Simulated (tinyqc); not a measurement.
Inside a calculation. Method: Hubbard chain of 3 sites. Computed by tinyqc, a small Python program that keeps every step. Settings: hopping = 1.76, U = 5.1, mixing = 0.2, iteration cap = 90. Command: `OMP_NUM_THREADS=1 python tinyqc.py 24516 24517 out.jsonl` (the two numbers bound the seeds that draw the settings). One thread of a shared host (Intel(R) Xeon(R) Processor @ 2.60GHz), about 0.2 s of CPU time with the checks.

one-body matrix (hopping and site energies) (eV):
```
           1          2          3
1  -0.650000  -1.760000   0.000000
2  -1.760000  -0.700000  -1.760000
3   0.000000  -1.760000   0.380000
```

U = 5.100000 eV

electrons, up and down: 2  1

n(up) at the start (a guess, not normalised): 1 0.667000, 2 0.667000, 3 0.667000

n(down) at the start (a guess): 1 0.333000, 2 0.333000, 3 0.333000

Each step fills the lowest levels of T + U n(other spin) and sets n(new) = n + mixing (n(out) - n); stop when output and input agree to 1e-8.

Course of the cycle:

| iteration | E (eV) | largest \|n(out) - n(in)\| | mean \|n_up - n_down\| |
|---|---|---|---|
| 1 | -2.72087515 | 2.06e-01 | 0.333333 |
| 2 | -2.83681723 | 1.86e-01 | 0.346097 |
| 3 | -2.91059244 | 1.68e-01 | 0.380656 |
| 4 | -2.96619770 | 1.54e-01 | 0.411805 |
| 5 | -3.01200272 | 1.41e-01 | 0.440323 |
| 6 | -3.05102959 | 1.30e-01 | 0.466528 |
| 7 | -3.08455322 | 1.21e-01 | 0.490570 |
| 8 | -3.11328518 | 1.12e-01 | 0.512553 |
| 9 | -3.13775905 | 1.04e-01 | 0.532571 |
| 10 | -3.15845164 | 9.79e-02 | 0.550726 |
| 11 | -3.17581528 | 9.14e-02 | 0.567129 |
| ... | ... | ... | ... |
| 80 | -3.25345253 | 3.69e-05 | 0.702494 |
| 81 | -3.25345253 | 3.27e-05 | 0.702498 |
| 82 | -3.25345254 | 2.90e-05 | 0.702501 |
| 83 | -3.25345254 | 2.58e-05 | 0.702505 |
| 84 | -3.25345254 | 2.29e-05 | 0.702507 |
| 85 | -3.25345254 | 2.03e-05 | 0.702510 |
| 86 | -3.25345254 | 1.80e-05 | 0.702512 |
| 87 | -3.25345254 | 1.60e-05 | 0.702514 |
| 88 | -3.25345254 | 1.42e-05 | 0.702516 |
| 89 | -3.25345254 | 1.26e-05 | 0.702518 |
| 90 | -3.25345254 | 1.12e-05 | 0.702519 |

Can the last value be used, and what does the course show?

Not by the stop rule, although the second column moves by less than 1e-07 over the last three steps. Not converged within 90 iterations: the residual falls steadily but slowly, by a factor of about 0.89 a step. The lowest mean-field energy found from random starts is -3.25345 eV. Reruns (cap 100 unless said): mixing 0.5: converged in 55 (E = -3.25345); mixing 0.9: converged in 27 (E = -3.25345); the original settings with a cap of 400: converged in 149 (E = -3.25345).
